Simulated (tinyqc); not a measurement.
Starting guesses with plain Roothaan steps: SCF starting guesses in the 3-21g basis, for Li+, spin multiplicity 1. Computed by the program tinyqc with PySCF. RHF with one setting changed at a time; a run stops when the energy changes by less than 1e-09 hartree and the error matrix is below 1e-5. Starts: the lowest orbitals of the core Hamiltonian, of the Wolfsberg-Helmholz matrix (K = 1.75), projected atomic densities, random orbitals, and the highest orbitals of the core Hamiltonian (a deliberately bad start).

Geometry (angstrom):

| atom | x | y | z |
|---|---|---|---|
| Li | 0.0000 | 0.0000 | 0.0000 |

lowest restricted solution found by these runs and by PySCF = -7.187095 hartree

Largest element of the error matrix X^T (FDS - SDF) X:

| iteration | core | Wolfsberg-Helmholz | atomic densities | random | highest core orbitals |
|---|---|---|---|---|---|
| 1 | 2.3e-01 | 1.2e-01 | 4.3e-02 | 3.2e-01 | 4.9e-03 |
| 2 | 3.1e-02 | 1.6e-02 | 9.2e-02 | 2.2e-01 | 2.3e-01 |
| 3 | 4.1e-03 | 2.1e-03 | 1.2e-02 | 3.0e-02 | 3.1e-02 |
| 4 | 5.5e-04 | 2.8e-04 | 1.6e-03 | 4.0e-03 | 4.1e-03 |
| 5 | 7.3e-05 | 3.7e-05 | 2.2e-04 | 5.3e-04 | 5.4e-04 |
| 6 | 9.7e-06 | 4.9e-06 | 2.9e-05 | 7.1e-05 | 7.2e-05 |
| 8 | - | - | - | 1.3e-06 | 1.3e-06 |

How each run ends:

| run | iterations | E (hartree) | state |
|---|---|---|---|
| core | 7 | -7.187095 | lowest found |
| Wolfsberg-Helmholz | 6 | -7.187095 | lowest found |
| atomic densities | 7 | -7.187095 | lowest found |
| random | 8 | -7.187095 | lowest found |
| highest core orbitals | 8 | -7.187095 | lowest found |

What does the comparison show, and why?

5 of 5 runs reach the lowest restricted solution found, in 6 to 8 iterations (fastest: Wolfsberg-Helmholz). The first errors are 2e-01, 1e-01, 4e-02, 3e-01, 5e-03; the deliberately bad start has the smallest one, so a small first error does not mark a good start.
